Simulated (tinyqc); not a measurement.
Chemically amplified photoresist: aerial image, acid generation, bake, development and line width. Changing the image contrast (as defocus does). Computed by tinyqc, a small Python program. Command: `OMP_NUM_THREADS=1 python tinyqc.py 3001477 3001478 out.jsonl resist sweep`. One thread of a shared host (Intel(R) Xeon(R) Processor @ 2.30GHz), about 0.04 s of CPU time with the checks.

Lines and spaces of pitch p with a two-beam-like image; x = 0 is the middle of the bright space. The resist is positive and treated as uniform in depth.

Inputs (values chosen for the exercise, for a model resist at 193 nm):
```
quantity,value,unit
pitch p,210,nm
mean dose E,11.8,mJ/cm^2
Dill parameter C,0.023,cm^2/mJ
"quencher load q, relative to the acid generator",0.15,-
acid diffusivity D,2.5,nm^2/s
bake time t,60,s
amplification rate k_amp,0.038,1/s
threshold protection m_th,0.43,-
development selectivity n,5,-
largest rate r_max,970,nm/s
smallest rate r_min,0.085,nm/s
resist thickness d,190,nm
development time t_d,60,s
photon energy,6.42,eV
absorption coefficient alpha,0.46,1/um
```

Method:
- Dose E(x) = E [1 + c cos(2 pi x/p)]; acid h = 1 - exp(-C E(x)).
- Bake: the acid image is blurred by a Gaussian of variance sigma^2 = 2 D t (each Fourier term k of h, taken on 64 points, is multiplied by exp(-4 pi^2 k^2 D t/p^2)).
- Cosine coefficients: h(x) = sum_k h_k cos(2 pi k x/p).
- The quencher then removes q, h_eff = max(h_blurred - q, 0); protection m = exp(-k_amp t h_eff).
- Mack rate r = r_max (a + 1)(1 - m)^n/(a + (1 - m)^n) + r_min, a = ((n + 1)/(n - 1))(1 - m_th)^n.
- Edge: vertical development clears the film where r t_d >= d; the space width is twice the x where r = d/t_d.
- Dose sensitivity = d ln(width)/d ln E from widths at 1.005 E and E/1.005; image log-slope at the edge = |d ln E/dx|, normalised by the width (NILS); latitude for 10 % of width = 10 %/sensitivity.
- The edge lies at x = width/2.
- Absorbed photons per volume N = E(edge) alpha/(photon energy), 1 mJ/cm^2 = 62.41509 eV/nm^2, alpha in 1/nm; a Gaussian blur averages over a volume V = (2 sqrt(pi) sigma)^3; relative noise 1/sqrt(N V); edge noise sigma_x = (dh/d ln E) noise/|dh/dx|, with both derivatives of the blurred acid at the edge.

One run for each value:
```
image contrast c,dose latitude (%),space width (nm),edge noise from photons (nm),NILS
0.25,3.01,95.5,1.409,0.683
0.36,4.48,98.0,0.971,1.012
0.46,5.82,99.1,0.756,1.306
0.57,7.29,99.8,0.606,1.626
0.68,8.77,100.2,0.505,1.940
0.79,10.26,100.5,0.432,2.248
0.89,11.62,100.6,0.380,2.523
1.00,13.14,100.6,0.335,2.818
```

Over the rows, dose latitude (%) rises from 3.01 to 13.1 (exponent d ln y / d ln x about 1.1 throughout); space width (nm) rises from 95.5 to 101 (exponent d ln y / d ln x 0.071 between the first rows and 0.0034 between the last); edge noise from photons (nm) falls from 1.41 to 0.335 (exponent d ln y / d ln x -1.0 between the first rows and -1.1 between the last).

Caution (all rows): lateral development, standing waves and the joint diffusion of acid and quencher are left out, so widths are indicative. Caution (all rows): the noise counts photons alone (acid and quencher statistics add to it) and takes the film as thicker than the blur; a thinner film averages in two dimensions only.
